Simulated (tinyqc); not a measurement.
RHF in the sto-6g basis, for BeH2, spin multiplicity 1, step by step (part 2 of 2). Computed by tinyqc, a small Python program that keeps every step (integrals from PySCF). Command: `OMP_NUM_THREADS=1 python tinyqc.py 23892 23893 out.jsonl` (the two numbers bound the seeds that draw the settings). One thread of a shared host (Intel(R) Xeon(R) Processor @ 2.60GHz), about 0.1 s of CPU time with the checks.

Geometry (angstrom):
```
atom         x          y         z
Be    0.000000   0.000000  0.000000
H     0.000000   1.713000  0.000000
H     0.000000  -1.713000  0.000000
```

## Convergence

Stop when the energy changes by less than 1e-08 hartree and every element of the error matrix X^T (F D S - S D F) X is below 3e-05.

Course of the cycle:
```
iteration   E (hartree)     change  largest element of the error matrix
1           -3.56423083          -                             9.73e-02
2          -14.50516121  -1.09e+01                             3.02e-01
3          -14.52515282  -2.00e-02                             3.05e-01
4          -14.49474533   3.04e-02                             3.01e-01
5          -14.26880432   2.26e-01                             1.88e-01
6          -14.77682024  -5.08e-01                             3.62e-01
7          -15.40628457  -6.29e-01                             3.28e-01
8          -14.61672298   7.90e-01                             3.01e-01
9          -15.42427027  -8.08e-01                             3.28e-01
10         -15.61376816  -1.89e-01                             8.01e-02
11         -15.62796010  -1.42e-02                             9.94e-03
12         -15.62812882  -1.69e-04                             1.02e-04
13         -15.62812882  -2.73e-09                             1.06e-05
```

PySCF RHF in the same basis = -15.62812882 hartree

Converged in 13 iterations.

## Populations, bond orders and dipole

D after iteration 13, lower triangle:
```
            1Be 1s    1Be 2s   1Be 2px    1Be 2py   1Be 2pz      2H 1s     3H 1s
1Be 1s    2.058585
1Be 2s   -0.209859  0.790435
1Be 2px   0.000000  0.000000  0.000000
1Be 2py   0.000000  0.000000  0.000000   0.488012
1Be 2pz   0.000000  0.000000  0.000000   0.000000  0.000000
2H 1s    -0.162772  0.498904  0.000000   0.442579  0.000000   0.716731
3H 1s    -0.162772  0.498904  0.000000  -0.442579  0.000000  -0.086020  0.716731
```

overlap S, lower triangle:
```
           1Be 1s    1Be 2s   1Be 2px    1Be 2py   1Be 2pz     2H 1s     3H 1s
1Be 1s   1.000000
1Be 2s   0.254764  1.000000
1Be 2px  0.000000  0.000000  1.000000
1Be 2py  0.000000  0.000000  0.000000   1.000000
1Be 2pz  0.000000  0.000000  0.000000   0.000000  1.000000
2H 1s    0.031295  0.321369  0.000000   0.405117  0.000000  1.000000
3H 1s    0.031295  0.321369  0.000000  -0.405117  0.000000  0.009900  1.000000
```

Mulliken: Z minus the diagonal of D S on the atom; Loewdin: the same with S^(1/2) D S^(1/2); Mayer order: 2 sum_s sum (D(s) S)_ij (D(s) S)_ji over the two atoms.

Charges (e):
```
atom   Mulliken    Loewdin
1Be    0.100827   0.087977
2H    -0.050414  -0.043989
3H    -0.050414  -0.043989
```

Mayer bond orders:
```
pair     order
2-1   0.986853
3-1   0.986853
3-2   0.010605
```

dipole moment about the origin, x y z (debye): 0.000000  0.000000  0.000000
